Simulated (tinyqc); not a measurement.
Gap voltage and exponent from three temperatures.

Problem. At constant current VBE(T) = Vg0 - a T - eta (kB T/q) ln T, where a is a constant. Find Vg0, eta and dVBE/dT at the middle temperature.

Constants: q = 1.602176634e-19 C, kB = 1.380649e-23 J/K. Results are converted to the units shown.

T (K): 253  273  330
VBE at a constant current (V): 0.7349613436  0.6947225641  0.5777814141

Answer. The relation is linear in Vg0, a and eta, so three points give a linear system; the slope is (VBE - Vg0 - eta kB T/q)/T. eta rests on the curvature of VBE(T) alone, so real fits need accuracy of some tens of microvolts or better.

Vg0 = 1.167 V
eta = 3.400
dVBE/dT = -2.023 mV/K

Program tinyqc, `OMP_NUM_THREADS=1 python tinyqc.py 2062207 2062208 out.jsonl`; Intel Xeon 2.30GHz, shared host, one thread, about 0.03 s.
